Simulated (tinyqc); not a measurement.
Donor level screened by free carriers (Yukawa potential), step by step. Values are carried at full precision from step to step, so a last printed digit may differ when a step is redone from the rounded ones.

Screening wave number: Debye ks^2 = 4 pi q n/(eps kB T); Thomas-Fermi ks^2 = 6 pi q n/(eps EF) with EF = c (3 pi^2 n/gv)^(2/3)/m, c = hbar^2/2m0; the two are joined by 1/ks^2 = sqrt(1/ks_D^4 + 1/ks_TF^4). 1e18/cm^3 = 1e-6/angstrom^3, q = e^2/(4 pi eps0).

Constants: e^2/(4 pi eps0) = 14.39964547 eV angstrom; kB = 8.617333262e-05 eV/K; hbar^2/2m0 = 3.80998211 eV angstrom^2; Ry = 13.60569312 eV; a0 (Bohr radius) = 0.5291772105 angstrom.

Inputs chosen for the exercise (near those of a donor in InP, with one mean mass; shifted at random, so the results belong to these values and not to a real crystal): m = 0.08 m0 (mass); eps = 12.4 (dielectric constant); gv = 1 (valleys); T = 200 K (temperature); n = 0.013 x 1e18/cm^3 (free-carrier density).

## Units and screening length

Give Ry* = Ry m/eps^2, a* = a0 eps/m, EF, the three values of ks, and x = ks a*.

Ry* = 7.079 meV
a* = 82.02 angstrom
EF = 2.52 meV

ks: Debye, Thomas-Fermi, joined (1/angstrom): 0.00332  0.01063  0.00331

x = 0.2715

EF/kB T = 0.15, so the Debye value, the smaller one, controls the screening.

## One-parameter trial function

Potential -(q/(eps r)) exp(-ks r), q = e^2/(4 pi eps0). In units Ry* = Ry m/eps^2 and a* = a0 eps/m the problem is [-Laplacian - 2 exp(-x r)/r] psi = E psi with x = ks a*.

For exp(-z r): E(z) = z^2 - 8 z^3/(2z + x)^2 in Ry*. Scan z = 0.5, 0.6, ..., 1.1, then minimise; first order gives -1 + 2x.

Scan (Ry*):
```
z    kinetic  potential        E
0.5   0.2500    -0.6186  -0.3686
0.6   0.3600    -0.7981  -0.4381
0.7   0.4900    -0.9822  -0.4922
0.8   0.6400    -1.1695  -0.5295
0.9   0.8100    -1.3591  -0.5491
1.0   1.0000    -1.5505  -0.5505
1.1   1.2100    -1.7432  -0.5332
```

best z = 0.958
E = -0.5522 Ry*
binding = 3.91 meV

First order in x would give -0.457 Ry*, a rigid shift by q ks/eps; it overstates the loss of binding by 0.095 Ry*.

## Converged levels

Converged values use 18 functions exp(-z r), z = 1.55^i, i = -11 to 6: S = 2/A^3, H = z_i z_j S - 2/(A + x)^2, A = z_i + z_j.

The 1s and 2s levels and the mean radius.

1s = -0.5526 Ry*
binding = 3.91 meV
<r> = 130.3 angstrom
second root = -0.0027 Ry*

The trial function misses by 0.0004 Ry*. Screening leaves 55 % of the bare binding, 0.23 kB T. 2s is still bound.

## Checks

- 1s at x = 0.5 against the known -0.29623 Ry*: both -0.29623.
- 1s at x = 0 against -1: both -1.00000.

tinyqc: `OMP_NUM_THREADS=1 python tinyqc.py 1282794 1282795 out.jsonl`; about 0.02 s, one thread, shared Intel(R) Xeon(R) Processor @ 2.30GHz.
